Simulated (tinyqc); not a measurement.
Carrier lifetime from Shockley-Read-Hall, radiative, Auger and surface recombination: one step, computed by the program tinyqc.

Energies are counted from the top of the valence band. Boltzmann statistics, full ionisation, and equal excess densities of electrons and holes.

Task: Steady state under generation. With n = n_0 + dn, p = p_0 + dn and U/dn = 1/tau: (n p - n_i^2)/dn = n_0 + p_0 + dn = s; 1/tau_SRH = s/[tau_p0 (n + n1) + tau_n0 (p + p1)]; 1/tau_rad = B s; 1/tau_Aug = (C_n n + C_p p) s; the rates add, with 1/tau_s. dn solves dn/tau_eff(dn) = G (60 bisections in ln dn between 1e-2 and 1e22 cm^-3); the splitting of the quasi-Fermi levels is k_B T ln(n p/n_i^2).

Inputs (values chosen for the exercise, for a model semiconductor): temperature T = 300 K; radiative coefficient B = 3.7e-15 cm^3/s; Auger coefficient C_n = 6.7e-32 cm^6/s; Auger coefficient C_p = 2.3e-31 cm^6/s; generation rate G = 6.2e+23 cm^-3 s^-1.

Doping: n-type. Surface term: two equal surfaces.

n_0 = 2.70e+17 cm^-3

p_0 = 0.6053162 cm^-3

tau_p0 = 4.325081e-06 s

n1 = 1426956 cm^-3

tau_n0 = 7.644755e-05 s

p1 = 1.145342e+11 cm^-3

tau_s = 3.452126e-04 s

n_i = 4.042714e+08 cm^-3

Constants: k_B = 8.617333262e-05 eV/K.

Give: steady excess density; lifetime in the steady state; quasi-Fermi splitting under G.

Result:

steady excess density = 1.1542e+18 cm^-3

lifetime in the steady state = 1.8615e-06 s

quasi-Fermi splitting under G = 1.1311 eV
